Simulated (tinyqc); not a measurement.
## Depth and level of a trap from the time ratio

Question. For an oxide trap tc/te = exp(E/Vt) with E = E0 - dpsi - (xt/tox)(Vg - VT - dpsi), dpsi being the rise of the surface potential above its value at threshold. Find xt and E0, and the depth that would be read if dpsi were ignored.

Parameters, values chosen for the exercise: temperature T = 250 K; insulator thickness tox = 9.8 nm.

Constants: q = 1.602176634e-19 C, kB = 1.380649e-23 J/K, Vt = kB T/q. Results are converted to the units shown.

Vg - VT (V): [0.85, 1]
tc/te: [1.8213699, 0.25252015]
dpsi (V): [0.083807221, 0.087578240]

Solution. E + dpsi is a straight line in the oxide voltage Vg - VT - dpsi with slope -xt/tox and intercept E0. Ignoring dpsi assigns the motion of the bands to the trap and overstates its depth.

xt = 2.60 nm
E0 = 0.300 eV
depth read without dpsi = 2.78 nm

Numbers from tinyqc (`OMP_NUM_THREADS=1 python tinyqc.py 2710010 2710011 out.jsonl`; about 0.01 s on one thread of a shared Intel Xeon 2.30GHz).
